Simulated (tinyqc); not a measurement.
Inside a calculation (part 2 of 2). Method: UHF in the 3-21g basis, for H3-, spin multiplicity 1. The basis has no diffuse functions, so it cannot describe the extra electron: this is an exercise in the method, not the real anion. Computed by tinyqc, a small Python program that keeps every step (integrals from PySCF). Command: `OMP_NUM_THREADS=1 python tinyqc.py 23983 23984 out.jsonl` (the two numbers bound the seeds that draw the settings). One thread of a shared host (Intel(R) Xeon(R) Processor @ 2.60GHz), about 0.09 s of CPU time with the checks.

Geometry (angstrom):
```
atom        x        y         z
H     0.00000  0.00000   0.00000
H     0.00000  0.00000   1.38600
H     0.00000  0.00000  -1.38600
```

## Iteration 2: diagonalisation and new density

extrapolated F(alpha) (hartree), order 1H 1s, 1H 2s, 2H 1s, 2H 2s, 3H 1s, 3H 2s:
$$\begin{pmatrix}
0.60901 & -0.16654 & -0.19112 & -0.21484 & -0.15182 & -0.16535 \\
-0.16654 & -0.02176 & -0.19461 & -0.13696 & -0.19457 & -0.11915 \\
-0.19112 & -0.19461 & 0.69638 & -0.12119 & 0.01853 & -0.01909 \\
-0.21484 & -0.13696 & -0.12119 & 0.04319 & -0.00747 & -0.05397 \\
-0.15182 & -0.19457 & 0.01853 & -0.00747 & 0.50293 & -0.25541 \\
-0.16535 & -0.11915 & -0.01909 & -0.05397 & -0.25541 & -0.05046
\end{pmatrix}$$

extrapolated F(beta) (hartree), order 1H 1s, 1H 2s, 2H 1s, 2H 2s, 3H 1s, 3H 2s:
$$\begin{pmatrix}
0.60901 & -0.16654 & -0.15182 & -0.16535 & -0.19112 & -0.21484 \\
-0.16654 & -0.02176 & -0.19457 & -0.11915 & -0.19461 & -0.13696 \\
-0.15182 & -0.19457 & 0.50293 & -0.25541 & 0.01853 & -0.00747 \\
-0.16535 & -0.11915 & -0.25541 & -0.05046 & -0.01909 & -0.05397 \\
-0.19112 & -0.19461 & 0.01853 & -0.01909 & 0.69638 & -0.12119 \\
-0.21484 & -0.13696 & -0.00747 & -0.05397 & -0.12119 & 0.04319
\end{pmatrix}$$

X, order 1H 1s, 1H 2s, 2H 1s, 2H 2s, 3H 1s, 3H 2s:
$$\begin{pmatrix}
-0.79438 & 0.00000 & 0.87985 & 0.64461 & 0.00000 & 0.25362 \\
1.78567 & 0.00000 & -0.57857 & 0.26573 & 0.00000 & 0.36131 \\
0.44001 & -0.85188 & 0.68480 & -0.43700 & 0.40811 & 0.18344 \\
-1.13484 & 0.90788 & -0.49762 & -0.18598 & 0.38294 & 0.26661 \\
0.44001 & 0.85188 & 0.68480 & -0.43700 & -0.40811 & 0.18344 \\
-1.13484 & -0.90788 & -0.49762 & -0.18598 & -0.38294 & 0.26661
\end{pmatrix}$$

Diagonalise F' = X^T F X, C = X C', fill 2 alpha and 2 beta electrons from the bottom; D(s) = C_occ C_occ^T. Each column has its largest component positive (the first on a tie).

F' = X^T F X (alpha) (hartree):
$$\begin{pmatrix}
1.26168 & -0.01194 & -0.06661 & -0.48161 & -0.02259 & 0.00230 \\
-0.01194 & 1.46787 & -0.01328 & 0.00609 & -0.38458 & -0.01985 \\
-0.06661 & -0.01328 & 1.54033 & -0.04333 & 0.02274 & 0.12018 \\
-0.48161 & 0.00609 & -0.04333 & 0.76111 & -0.09925 & 0.00639 \\
-0.02259 & -0.38458 & 0.02274 & -0.09925 & 0.09893 & 0.03628 \\
0.00230 & -0.01985 & 0.12018 & 0.00639 & 0.03628 & -0.18446
\end{pmatrix}$$

orbital energies (alpha) (hartree): MO1 -0.19846, MO2 -0.01500, MO3 0.48111, MO4 1.50569, MO5 1.58399, MO6 1.58815

coefficients C (alpha), order 1H 1s, 1H 2s, 2H 1s, 2H 2s, 3H 1s, 3H 2s:
$$\begin{pmatrix}
0.18197 & -0.07089 & 0.19238 & -0.07165 & -0.15309 & -1.33465 \\
0.35065 & -0.25694 & 1.10599 & 0.47798 & 0.33595 & 1.40392 \\
0.09744 & -0.15604 & -0.10442 & 0.43491 & 1.23132 & -0.17141 \\
0.23831 & -0.51258 & -0.89563 & -0.48188 & -1.09873 & -0.22573 \\
0.18506 & 0.19121 & -0.07388 & 1.22900 & -0.43833 & -0.02462 \\
0.41018 & 0.64999 & -0.64161 & -1.18479 & 0.29002 & -0.34900
\end{pmatrix}$$

F' = X^T F X (beta) (hartree):
$$\begin{pmatrix}
1.26168 & 0.01194 & -0.06661 & -0.48161 & 0.02259 & 0.00230 \\
0.01194 & 1.46787 & 0.01328 & -0.00609 & -0.38458 & 0.01985 \\
-0.06661 & 0.01328 & 1.54033 & -0.04333 & -0.02274 & 0.12018 \\
-0.48161 & -0.00609 & -0.04333 & 0.76111 & 0.09925 & 0.00639 \\
0.02259 & -0.38458 & -0.02274 & 0.09925 & 0.09893 & -0.03628 \\
0.00230 & 0.01985 & 0.12018 & 0.00639 & -0.03628 & -0.18446
\end{pmatrix}$$

orbital energies (beta) (hartree): MO1 -0.19846, MO2 -0.01500, MO3 0.48111, MO4 1.50569, MO5 1.58399, MO6 1.58815

coefficients C (beta), order 1H 1s, 1H 2s, 2H 1s, 2H 2s, 3H 1s, 3H 2s:
$$\begin{pmatrix}
0.18197 & -0.07089 & 0.19238 & -0.07165 & -0.15309 & -1.33465 \\
0.35065 & -0.25694 & 1.10599 & 0.47798 & 0.33595 & 1.40392 \\
0.18506 & 0.19121 & -0.07388 & 1.22900 & -0.43833 & -0.02462 \\
0.41018 & 0.64999 & -0.64161 & -1.18479 & 0.29002 & -0.34900 \\
0.09744 & -0.15604 & -0.10442 & 0.43491 & 1.23132 & -0.17141 \\
0.23831 & -0.51258 & -0.89563 & -0.48188 & -1.09873 & -0.22573
\end{pmatrix}$$

D(alpha) after iteration 2, order 1H 1s, 1H 2s, 2H 1s, 2H 2s, 3H 1s, 3H 2s:
$$\begin{pmatrix}
0.03814 & 0.08202 & 0.02879 & 0.07971 & 0.02012 & 0.02856 \\
0.08202 & 0.18897 & 0.07426 & 0.21527 & 0.01576 & -0.02318 \\
0.02879 & 0.07426 & 0.03384 & 0.10321 & -0.01181 & -0.06146 \\
0.07971 & 0.21527 & 0.10321 & 0.31953 & -0.05391 & -0.23542 \\
0.02012 & 0.01576 & -0.01181 & -0.05391 & 0.07081 & 0.20019 \\
0.02856 & -0.02318 & -0.06146 & -0.23542 & 0.20019 & 0.59074
\end{pmatrix}$$

D(beta) after iteration 2, order 1H 1s, 1H 2s, 2H 1s, 2H 2s, 3H 1s, 3H 2s:
$$\begin{pmatrix}
0.03814 & 0.08202 & 0.02012 & 0.02856 & 0.02879 & 0.07971 \\
0.08202 & 0.18897 & 0.01576 & -0.02318 & 0.07426 & 0.21527 \\
0.02012 & 0.01576 & 0.07081 & 0.20019 & -0.01181 & -0.05391 \\
0.02856 & -0.02318 & 0.20019 & 0.59074 & -0.06146 & -0.23542 \\
0.02879 & 0.07426 & -0.01181 & -0.06146 & 0.03384 & 0.10321 \\
0.07971 & 0.21527 & -0.05391 & -0.23542 & 0.10321 & 0.31953
\end{pmatrix}$$

## Iteration 11 (converged): orbitals

converged F(alpha) (hartree), order 1H 1s, 1H 2s, 2H 1s, 2H 2s, 3H 1s, 3H 2s:
$$\begin{pmatrix}
0.59675 & -0.16612 & -0.17415 & -0.19189 & -0.17415 & -0.19189 \\
-0.16612 & -0.02155 & -0.19827 & -0.13167 & -0.19827 & -0.13167 \\
-0.17415 & -0.19827 & 0.59587 & -0.19575 & 0.02007 & -0.01176 \\
-0.19189 & -0.13167 & -0.19575 & -0.01449 & -0.01176 & -0.05165 \\
-0.17415 & -0.19827 & 0.02007 & -0.01176 & 0.59587 & -0.19575 \\
-0.19189 & -0.13167 & -0.01176 & -0.05165 & -0.19575 & -0.01449
\end{pmatrix}$$

converged F(beta) (hartree), order 1H 1s, 1H 2s, 2H 1s, 2H 2s, 3H 1s, 3H 2s:
$$\begin{pmatrix}
0.59675 & -0.16612 & -0.17415 & -0.19189 & -0.17415 & -0.19189 \\
-0.16612 & -0.02155 & -0.19827 & -0.13167 & -0.19827 & -0.13167 \\
-0.17415 & -0.19827 & 0.59587 & -0.19575 & 0.02007 & -0.01176 \\
-0.19189 & -0.13167 & -0.19575 & -0.01449 & -0.01176 & -0.05165 \\
-0.17415 & -0.19827 & 0.02007 & -0.01176 & 0.59587 & -0.19575 \\
-0.19189 & -0.13167 & -0.01176 & -0.05165 & -0.19575 & -0.01449
\end{pmatrix}$$

As before.

F' = X^T F X (alpha) (hartree):
$$\begin{pmatrix}
1.25743 & 0.00000 & -0.05902 & -0.47430 & 0.00000 & 0.00878 \\
0.00000 & 1.46617 & 0.00000 & 0.00000 & -0.39083 & 0.00000 \\
-0.05902 & 0.00000 & 1.53059 & -0.05326 & 0.00000 & 0.11729 \\
-0.47430 & 0.00000 & -0.05326 & 0.75911 & 0.00000 & 0.00781 \\
0.00000 & -0.39083 & 0.00000 & 0.00000 & 0.08769 & 0.00000 \\
0.00878 & 0.00000 & 0.11729 & 0.00781 & 0.00000 & -0.19103
\end{pmatrix}$$

orbital energies (alpha) (hartree): MO1 -0.19940, MO2 -0.01541, MO3 0.46764, MO4 1.52130, MO5 1.56657, MO6 1.56927

coefficients C (alpha), order 1H 1s, 1H 2s, 2H 1s, 2H 2s, 3H 1s, 3H 2s:
$$\begin{pmatrix}
0.19196 & 0.00000 & 0.20651 & -0.08871 & -1.34077 & 0.00000 \\
0.36795 & 0.00000 & 1.12073 & 0.53251 & 1.43163 & 0.00000 \\
0.13772 & -0.17733 & -0.09317 & 0.92453 & -0.06909 & 0.92780 \\
0.32088 & -0.60185 & -0.77140 & -0.91726 & -0.31903 & -0.78017 \\
0.13772 & 0.17733 & -0.09317 & 0.92453 & -0.06909 & -0.92780 \\
0.32088 & 0.60185 & -0.77140 & -0.91726 & -0.31903 & 0.78017
\end{pmatrix}$$

F' = X^T F X (beta) (hartree):
$$\begin{pmatrix}
1.25743 & 0.00000 & -0.05902 & -0.47430 & 0.00000 & 0.00878 \\
0.00000 & 1.46617 & 0.00000 & 0.00000 & -0.39083 & 0.00000 \\
-0.05902 & 0.00000 & 1.53059 & -0.05326 & 0.00000 & 0.11729 \\
-0.47430 & 0.00000 & -0.05326 & 0.75911 & 0.00000 & 0.00781 \\
0.00000 & -0.39083 & 0.00000 & 0.00000 & 0.08769 & 0.00000 \\
0.00878 & 0.00000 & 0.11729 & 0.00781 & 0.00000 & -0.19103
\end{pmatrix}$$

orbital energies (beta) (hartree): MO1 -0.19940, MO2 -0.01541, MO3 0.46764, MO4 1.52130, MO5 1.56657, MO6 1.56927

coefficients C (beta), order 1H 1s, 1H 2s, 2H 1s, 2H 2s, 3H 1s, 3H 2s:
$$\begin{pmatrix}
0.19196 & 0.00000 & 0.20651 & -0.08871 & -1.34077 & 0.00000 \\
0.36795 & 0.00000 & 1.12073 & 0.53251 & 1.43163 & 0.00000 \\
0.13772 & 0.17733 & -0.09317 & 0.92453 & -0.06909 & -0.92780 \\
0.32088 & 0.60185 & -0.77140 & -0.91726 & -0.31903 & 0.78017 \\
0.13772 & -0.17733 & -0.09317 & 0.92453 & -0.06909 & 0.92780 \\
0.32088 & -0.60185 & -0.77140 & -0.91726 & -0.31903 & -0.78017
\end{pmatrix}$$

D(alpha) after iteration 11, order 1H 1s, 1H 2s, 2H 1s, 2H 2s, 3H 1s, 3H 2s:
$$\begin{pmatrix}
0.03685 & 0.07063 & 0.02644 & 0.06160 & 0.02644 & 0.06160 \\
0.07063 & 0.13538 & 0.05067 & 0.11807 & 0.05067 & 0.11807 \\
0.02644 & 0.05067 & 0.05041 & 0.15091 & -0.01248 & -0.06253 \\
0.06160 & 0.11807 & 0.15091 & 0.46518 & -0.06253 & -0.25926 \\
0.02644 & 0.05067 & -0.01248 & -0.06253 & 0.05041 & 0.15091 \\
0.06160 & 0.11807 & -0.06253 & -0.25926 & 0.15091 & 0.46518
\end{pmatrix}$$

D(beta) after iteration 11, order 1H 1s, 1H 2s, 2H 1s, 2H 2s, 3H 1s, 3H 2s:
$$\begin{pmatrix}
0.03685 & 0.07063 & 0.02644 & 0.06160 & 0.02644 & 0.06160 \\
0.07063 & 0.13538 & 0.05067 & 0.11807 & 0.05067 & 0.11807 \\
0.02644 & 0.05067 & 0.05041 & 0.15091 & -0.01248 & -0.06253 \\
0.06160 & 0.11807 & 0.15091 & 0.46518 & -0.06253 & -0.25926 \\
0.02644 & 0.05067 & -0.01248 & -0.06253 & 0.05041 & 0.15091 \\
0.06160 & 0.11807 & -0.06253 & -0.25926 & 0.15091 & 0.46518
\end{pmatrix}$$

## Convergence

Stop when the energy changes by less than 1e-10 hartree and every element of the error matrix X^T (F D S - S D F) X (for each spin) is below 3e-06.

Course of the cycle:
```
iteration  E (hartree)     change  largest element of the error matrix
1           -1.3562850          -                             1.62e-01
2           -1.5057294  -1.49e-01                             2.58e-02
3           -1.5098618  -4.13e-03                             7.33e-03
4           -1.5105719  -7.10e-04                             6.39e-03
5           -1.5116276  -1.06e-03                             4.05e-03
6           -1.5124454  -8.18e-04                             1.44e-03
7           -1.5126158  -1.70e-04                             1.03e-04
8           -1.5126160  -2.61e-07                             2.70e-05
9           -1.5126160  -5.49e-09                             2.17e-06
10          -1.5126160  -4.34e-10                             2.08e-07
11          -1.5126160  -2.40e-12                             1.18e-08
```

PySCF UHF in the same basis, after a stability check = -1.5126160 hartree

Converged in 11 iterations.

## Populations, bond orders and dipole

overlap S, order 1H 1s, 1H 2s, 2H 1s, 2H 2s, 3H 1s, 3H 2s:
$$\begin{pmatrix}
1.00000 & 0.64590 & 0.04954 & 0.22897 & 0.04954 & 0.22897 \\
0.64590 & 1.00000 & 0.22897 & 0.53347 & 0.22897 & 0.53347 \\
0.04954 & 0.22897 & 1.00000 & 0.64590 & 0.00001 & 0.01028 \\
0.22897 & 0.53347 & 0.64590 & 1.00000 & 0.01028 & 0.08099 \\
0.04954 & 0.22897 & 0.00001 & 0.01028 & 1.00000 & 0.64590 \\
0.22897 & 0.53347 & 0.01028 & 0.08099 & 0.64590 & 1.00000
\end{pmatrix}$$

Mulliken: Z minus the diagonal of D S on the atom; Loewdin: the same with S^(1/2) D S^(1/2); Mayer order: 2 sum_s sum (D(s) S)_ij (D(s) S)_ji over the two atoms.

Charges (e):
```
atom  Mulliken   Loewdin  Mulliken spin
1H     0.11305   0.08945              0
2H    -0.55653  -0.54472      -3.35e-07
3H    -0.55653  -0.54472       3.35e-07
```

Mayer bond orders:
```
pair    order
2-1   0.49361
3-1   0.49361
3-2   0.17900
```

dipole moment about the origin, x y z (debye): [0.00000, 0.00000, 0.00000]

<S^2> of the determinant (pure state: 0) = 0.00000
